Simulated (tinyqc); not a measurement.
Round or elliptic silicon nanowire with anisotropic valleys (Ritz method), step by step. Values are carried at full precision from step to step, so a last printed digit may differ when a step is redone from the rounded ones.

Wire along x = [110] on a (001) wafer, y = [-110], z = [001]. Valley groups (w = inverse masses): A, two valleys along z: w_y = 1/mt, w_z = 1/ml, m_x = mt; B, four valleys in the wafer plane: w_y = (1/ml + 1/mt)/2, w_z = 1/mt, m_x = (ml + mt)/2.

Constants: hbar^2/2m0 = 3.80998211 eV angstrom^2; kB = 8.617333262e-05 eV/K.

Inputs chosen for the exercise (near those of a Si nanowire; not measured data): ml = 0.916 m0 (longitudinal mass); mt = 0.192 m0 (transverse mass); a = 40 angstrom (semi-axis along y); b = 27 angstrom (semi-axis along z); group = A (valley group worked out); T = 300 K (temperature).

## Stretching the ellipse

Scaling y by 1/sqrt(w_y) and z by 1/sqrt(w_z) makes the mass 1 and the semi-axes A = a/sqrt(w_y), B = b/sqrt(w_z). List them with the one-function estimate 3c (1/A^2 + 1/B^2) and the slender limit c (pi/2s)^2 (1 + 2s/(pi l)), s and l the smaller and larger of A, B; c = hbar^2/2m0.

Groups:
```
group  g      A      B  axis ratio  one function (eV)  slender limit (eV)
A      2  17.53  25.84       1.474             0.0543              0.0438
B      4  22.54  11.83       1.905             0.1042              0.0896
```

The one-function value suits axis ratios near 1 and the slender limit ratios well above 2.

## Matrices of three even functions

Hard wall on the ellipse (y/a)^2 + (z/b)^2 = 1, c = hbar^2/2m0. With u = y/a, v = z/b the operator is -c [(w_y/a^2) d2/du2 + (w_z/b^2) d2/dv2] on the unit disc. Basis (1 - u^2 - v^2) u^i v^j; S, X and Y are the disc integrals of f f', (df/du)(df'/du) and (df/dv)(df'/dv), from the integral of u^p v^q = 2 Gamma((p+1)/2) Gamma((q+1)/2)/((p + q + 2) Gamma((p+q+2)/2)) for even p, q; H = c (w_y X/a^2 + w_z Y/b^2).

Basis 1, u^2, v^2 times (1 - u^2 - v^2); form S and H for the chosen group.

S, lower triangle:
```
            1       u^2       v^2
1    1.047198
u^2  0.130900  0.039270
v^2  0.130900  0.013090  0.039270
```

H (meV), lower triangle:
```
           1      u^2     v^2
1    56.8875
u^2   9.4813  10.0493
v^2   9.4813   1.1852  6.5429
```

## Lowest level in this basis

Solve H p = E S p for the wire level; give E, the ratios p2/p1 and p3/p1, and H11/S11.

E = 52.2 meV

ratios: -0.30  -0.56

one function = 54.3 meV

The two added functions lower the level by 2.2 meV (4.0 %), mostly by narrowing the state along v, the direction in which the stretched ellipse is long.

## Subbands

Converged values use 21 functions of each parity class (e or o in u, then in v).

The nine lowest levels of all groups and parity classes.

Subbands:
```
group, parity  g  m_x (m0)  E (eV)
A ee           2    0.1920  0.0521
B ee           4    0.5540  0.0993
A eo           2    0.1920  0.1076
A oe           2    0.1920  0.1566
B oe           4    0.5540  0.1789
A ee           2    0.1920  0.1876
A oo           2    0.1920  0.2361
B ee           4    0.5540  0.2901
A eo           2    0.1920  0.2923
```

At 300 K and without degeneracy the populations go as g sqrt(m_x) exp(-E/kB T): among these nine the lowest level holds 58 % and the light transport mass mt 66 % of the electrons.

## Checks

- Circle of radius a with both masses mt against c (2.404826/R)^2/m, eV: both 0.0717.

(tinyqc, `OMP_NUM_THREADS=1 python tinyqc.py 1250897 1250898 out.jsonl`, Intel(R) Xeon(R) Processor @ 2.30GHz, 1 thread, shared host, about 0.05 s.)
